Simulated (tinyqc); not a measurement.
Sp3 tight binding, zinc-blende lattice, step by step. Computed by tinyqc, a small Python program that keeps every step. Command: `OMP_NUM_THREADS=1 python tinyqc.py 27204 27205 out.jsonl` (the two numbers bound the seeds that draw the settings). One thread of a shared host (Intel(R) Xeon(R) Processor @ 2.60GHz), about 0.01 s of CPU time with the checks.

## Bloch Hamiltonian at k

Parameters chosen for this model: zinc-blende lattice, anion at 0, cation at a/4 (1,1,1); V = eta hbar^2 / (m d^2), hbar^2/m = 7.619964 eV angstrom^2:
```
parameter          value      unit
a               6.420000  angstrom
d               2.779942  angstrom
Es anion      -15.830000        eV
Ep anion       -6.880000        eV
Es cation     -14.040000        eV
Ep cation      -5.940000        eV
eta ss         -1.400000
eta sp          1.840000
eta pp sigma    3.240000
eta pp pi      -0.810000
V ss           -1.380415        eV
V sp            1.814260        eV
V pp sigma      3.194674        eV
V pp pi        -0.798669        eV
```

k point k (2 pi / a): 0.710000  0.640000  -0.740000

Slater-Koster rules over the four bonds with direction cosines (l, m, n): ss V_ss; s-px l V_sp; px-s -l V_sp; px-px l^2 V_pps + (1 - l^2) V_ppp; px-py l m (V_pps - V_ppp); each times exp(i k.d).

H(k) at k (eV), lower triangle (Hermitian):
```
                      a s                 a px                 a py                a pz
a s            -15.830000
a px             0.000000            -6.880000
a py             0.000000             0.000000            -6.880000
a pz             0.000000             0.000000             0.000000           -6.880000
c s   -0.516939+3.842351i  -1.428332+0.800691i  -1.850289+0.618094i  1.261688-0.906447i
c px   1.428332-0.800691i   0.199391-1.482050i  -1.603350+1.151911i  2.351343-0.785473i
c py   1.850289-0.618094i  -1.603350+1.151911i   0.199391-1.482050i  1.815122-1.017517i
c pz  -1.261688+0.906447i   2.351343-0.785473i   1.815122-1.017517i  0.199391-1.482050i

             c s       c px       c py       c pz
c s   -14.040000
c px    0.000000  -5.940000
c py    0.000000   0.000000  -5.940000
c pz    0.000000   0.000000   0.000000  -5.940000
```

## Levels at k

Diagonalise the Hermitian matrix.

eigenvalues (eV): -19.486287  -13.405273  -9.886391  -9.711978  -7.554634  -3.228037  -2.963082  -2.094318

weights |c|^2 of the basis functions:
```
        band 1    band 2    band 3    band 4    band 5    band 6    band 7    band 8
a s   0.590953  0.224780  0.001744  0.004378  0.158570  0.002029  0.000330  0.017216
a px  0.004152  0.078206  0.158932  0.242815  0.087702  0.066419  0.214812  0.146963
a py  0.006621  0.086697  0.033682  0.296489  0.148283  0.315459  0.001833  0.110936
a pz  0.003354  0.076656  0.372500  0.025584  0.096918  0.041527  0.214761  0.168700
c s   0.371721  0.364534  0.002563  0.006389  0.235644  0.001683  0.000290  0.017175
c px  0.006905  0.055467  0.124954  0.179314  0.075260  0.090997  0.281443  0.185661
c py  0.010496  0.057180  0.026776  0.225281  0.111451  0.424272  0.002381  0.142164
c pz  0.005799  0.056481  0.278849  0.019750  0.086172  0.057612  0.284151  0.211186
```

## Bloch Hamiltonian at G

k point G (2 pi / a): 0  0  0

As before.

H(k) at G (eV), lower triangle:
```
             a s       a px       a py       a pz         c s       c px       c py       c pz
a s   -15.830000
a px    0.000000  -6.880000
a py    0.000000   0.000000  -6.880000
a pz    0.000000   0.000000   0.000000  -6.880000
c s    -5.521659   0.000000   0.000000   0.000000  -14.040000
c px    0.000000   2.129783   0.000000   0.000000    0.000000  -5.940000
c py    0.000000   0.000000   2.129783   0.000000    0.000000   0.000000  -5.940000
c pz    0.000000   0.000000   0.000000   2.129783    0.000000   0.000000   0.000000  -5.940000
```

## Levels at G

As before.

eigenvalues (eV): -20.528724  -9.341276  -8.591026  -8.591026  -8.591026  -4.228974  -4.228974  -4.228974

## Bands along a path

The same steps at evenly spaced points between the labelled ones.

Bands along the path (eV):
```
k             band 1      band 2      band 3      band 4     band 5     band 6     band 7     band 8
L         -18.644649  -15.035060  -10.166637  -10.166637  -7.687645  -2.653363  -2.653363  -1.322645
L-G 0.20  -18.943468  -14.529839  -10.045789  -10.045789  -7.675883  -2.774211  -2.774211  -1.540810
L-G 0.40  -19.526594  -13.343078   -9.708499   -9.708499  -7.665395  -3.111501  -3.111501  -2.154932
L-G 0.60  -20.057821  -11.866328   -9.236500   -9.236500  -7.738539  -3.583500  -3.583500  -3.027313
L-G 0.80  -20.407753  -10.357362   -8.787024   -8.787024  -8.058380  -4.032976  -4.032976  -3.866505
G         -20.528724   -9.341276   -8.591026   -8.591026  -8.591026  -4.228974  -4.228974  -4.228974
G-X 0.20  -20.366700  -10.458596   -9.061584   -9.061584  -7.638787  -4.225917  -3.758416  -3.758416
G-X 0.40  -19.888371  -11.980645  -10.013382  -10.013382  -6.595111  -4.225873  -2.806618  -2.806618
G-X 0.60  -19.120036  -13.547725  -10.920350  -10.920350  -5.769384  -4.252854  -1.899650  -1.899650
G-X 0.80  -18.130058  -15.037309  -11.538033  -11.538033  -5.192474  -4.330159  -1.281967  -1.281967
X         -17.366350  -15.971013  -11.755161  -11.755161  -4.948987  -4.403650  -1.064839  -1.064839
X-W 0.20  -17.366350  -15.971013  -11.755161  -11.755161  -4.948987  -4.403650  -1.064839  -1.064839
X-W 0.40  -17.366350  -15.971013  -11.755161  -11.755161  -4.948987  -4.403650  -1.064839  -1.064839
X-W 0.60  -17.366350  -15.971013  -11.755161  -11.755161  -4.948987  -4.403650  -1.064839  -1.064839
X-W 0.80  -17.366350  -15.971013  -11.755161  -11.755161  -4.948987  -4.403650  -1.064839  -1.064839
W         -17.366350  -15.971013  -11.755161  -11.755161  -4.948987  -4.403650  -1.064839  -1.064839
```

With 4 band(s) filled, the highest filled level on these points lies at G and the lowest empty one at G: the bands touch or overlap, so there is no gap.
